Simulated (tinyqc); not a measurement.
## Trap density from the barrier height

Inverse problem. In a partly depleted grain with all boundary traps filled, 2 N W = Qt and VB = q N W^2/(2 eps0 eps_r). Find Qt, W and the doping at which VB would equal Vt.

Values chosen for this exercise:
```
symbol  value  unit                meaning
T         300     K            temperature
eps_r    11.7        relative permittivity
```

Constants: q = 1.602176634e-19 C, kB = 1.380649e-23 J/K, Vt = kB T/q, eps0 = 8.8541878128e-14 F/cm where lengths are in cm. Results are converted to the units shown.

doping = 7.9e17 cm^-3
barrier height = 0.10791885 V

Solution. Eliminating W gives VB = q Qt^2/(8 eps0 eps_r N), which falls as 1/N.

Qt = 2.100e12 cm^-2
W = 13.29 nm
doping for VB = Vt = 3.298e18 cm^-3

Numbers from tinyqc (`OMP_NUM_THREADS=1 python tinyqc.py 2830267 2830268 out.jsonl`; about 0.01 s on one thread of a shared Intel Xeon 2.30GHz).
